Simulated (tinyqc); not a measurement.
# Phase-change memory cell, resistance drift and retention: effect of the operating temperature

The amorphous state follows Ra = R0 (t/t0)^nu exp[(q Ec/kB)(1/T - 1/(300 K))], with nu taken as independent of T. An intermediate level follows the logarithmic mixing rule ln R = (1 - fa) ln Rc + fa ln Ra with constant Rc. The time to lose the data by crystallisation is tr = tx exp[(q Ex/kB)(1/T - 1/Tx)]; 1 year = 3.15576e7 s. These are empirical laws.

T10 is the temperature at which tr is ten years.

Inputs (values chosen for the exercise); values of the order found in chalcogenide phase-change cells:

| symbol | value | unit | meaning |
|---|---|---|---|
| R0 | 1.2 | Mohm | resistance of the amorphous state at t0 and 300 K |
| t0 | 0.1 | s | reference time |
| nu | 0.05 |  | drift exponent |
| Ec | 0.27 | eV | activation energy of conduction |
| Ex | 2.7 | eV | activation energy of crystallisation |
| Tx | 473 | K | temperature of a bake |
| tx | 36 | s | time to crystallise in that bake |
| t | 1e6 | s | time of the read |
| Rc | 22 | kohm | resistance of the crystalline state |

Constants: q = 1.602176634e-19 C, kB = 1.380649e-23 J/K. Results are converted to the units shown.

The same in every row: T10 (K) = 381.0.

Results:
```
T (K)  Ra (Mohm)  Ra/Rc  tr (years)
298        2.882  131.0    8.940e10
313        1.741  79.14     5.795e8
328        1.101  50.07     5.955e6
358       0.4947  22.49        1988
373       0.3479  15.81       58.87
388       0.2514  11.43       2.288
403       0.1862  8.462      0.1133
418       0.1408  6.402    0.006958
```

Estimate the missing row, T = 343 K.

Computed row:
```
T (K)  Ra (Mohm)  Ra/Rc  tr (years)
343       0.7254  32.97     9.133e4
```

With this row back in the table: As T goes from 298 to 418 K, Ra falls from 2.88 to 0.141 Mohm, tr falls from 8.94e10 to 0.00696 years and T10 stays at 381 K. Retention changes by 13 decades and the read window by 1.3, in the ratio Ex/Ec. For T = 298 to 343 K tr is an extrapolation over many decades from the bake and only says that crystallisation is no limit. At T = 418 K the read comes after tr, so the amorphous state would already be lost.

Program tinyqc, `OMP_NUM_THREADS=1 python tinyqc.py 2880138 2880139 out.jsonl`; Intel Xeon 2.30GHz, shared host, one thread, about 0.01 s.
